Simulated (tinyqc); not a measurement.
## Tunnel coupling from the slope of the charge transition

Question. In a double dot with one electron the occupation changes at zero detuning with the slope tanh(tc/kB T)/(4 tc). Find kB T, tc and 2 tc/h.

Inputs (values chosen for the exercise): electron temperature T = 0.39 K.

Constants: q = 1.602176634e-19 C, kB = 1.380649e-23 J/K, h = 6.62607015e-34 J s, Vt = kB T/q. Results are converted to the units shown.

dP_R/d(ep) at ep = 0 = 0.0066012125 1/ueV

Answer. The slope falls steadily with tc from 1/(4 kB T), so there is one root.

kB T = 33.6 ueV
tc = 21.0 ueV
2 tc/h = 10.2 GHz

tinyqc, about 0.01 s, one thread, Intel Xeon 2.30GHz (shared host): `OMP_NUM_THREADS=1 python tinyqc.py 2470004 2470005 out.jsonl`
